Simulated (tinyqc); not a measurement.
Transmission spectrum against simple models: phonon transmission through an interface between two chains by Green functions. Computed by tinyqc, a small Python program. Command: `OMP_NUM_THREADS=1 python tinyqc.py 3002157 3002158 out.jsonl agf walk`. One thread of a shared host (Intel(R) Xeon(R) Processor @ 2.30GHz), about 0.01 s of CPU time with the checks.

Two semi-infinite chains (masses m_1, m_2; springs k_1, k_2), motion along the chain. The central region holds the end atom of each chain and one interlayer atom of mass m_b, joined by springs k_b. lambda = omega^2 in eV/(angstrom^2 u); nu = 15.6333042 THz x sqrt(lambda).

Inputs (values chosen for the exercise, for two model chains):
```
quantity                          value           unit
mass m_1                           70.1              u
spring k_1                         5.89  eV/angstrom^2
mass m_2                            224              u
spring k_2                         9.19  eV/angstrom^2
junction spring k_b                3.41  eV/angstrom^2
interlayer mass m_b                 189              u
probe frequency / lower band top   0.45              -
```

Atoms in the interlayer: one.

Constants: nu for 1 eV/(angstrom^2 u) = 15.6333042 THz.

Method:
- nu_max = 15.6333042 THz x 2 sqrt(k/m); impedance Z = sqrt(k m); long-wave transmission 4 Z_1 Z_2/(Z_1 + Z_2)^2; the probe frequency is the given share of the lower band top.
- In chain i, sin(q_i a/2) = nu/nu_max,i. An outgoing wave makes the next atom move as exp(i q_i a) times the end atom, so the lead adds the self-energy Sigma_i = -k_i exp(i q_i a) to the force-constant matrix; Gamma_i = -2 Im Sigma_i = 2 k_i sin(q_i a).
- A = lambda M - K - Sigma over the central atoms, with K_ii the sum of the springs at i, K_(i,i+1) = -k_b; G = inverse of A; transmission = Gamma_1 Gamma_2 |G_(first,last)|^2.
- Long-wave value 4 Z_1 Z_2/(Z_1 + Z_2)^2. Continuum estimate, with omega = sqrt(lambda): a slab of impedance Z_b = sqrt(k_b m_b) and phase p = omega x (number of interlayer atoms) x sqrt(m_b/k_b), tau = 4 Z_1 Z_2/[(Z_1 + Z_2)^2 cos^2 p + (Z_b + Z_1 Z_2/Z_b)^2 sin^2 p].

band top of chain 1 = 9.06316 THz

band top of chain 2 = 6.33307 THz

long-wave transmission = 0.854567

Z_1 = 20.3197 sqrt(eV u)/angstrom

Z_2 = 45.3714 sqrt(eV u)/angstrom

Transmission:
```
nu/nu_top  nu (THz)  Green function  long-wave value  continuum estimate
0.05         0.3167         0.85545          0.85457             0.85684
0.15         0.9500         0.86682          0.85457             0.87424
0.25         1.5833         0.90697          0.85457             0.90448
0.35         2.2166         0.97429          0.85457             0.93823
0.45         2.8499         0.91314          0.85457             0.96285
0.55         3.4832         0.52106          0.85457             0.96763
0.65         4.1165         0.19226          0.85457             0.95034
0.75         4.7498         0.06446          0.85457             0.91880
0.85         5.3831         0.02132          0.85457             0.88571
0.92         5.8264         0.00900          0.85457             0.86772
0.98         6.2064         0.00289          0.85457             0.85802
```

The transmission starts at the impedance value 0.855 and vanishes at the lower band top, 6.33 THz, above which chain 2 has no states. It rises to 0.974 at nu/nu_top = 0.35, where the two sides are matched better than for long waves. The continuum estimate is within 0.05 up to nu/nu_top = 0.45; it leaves out dispersion, and it puts the faces of the slab half a spring from its outer atoms.
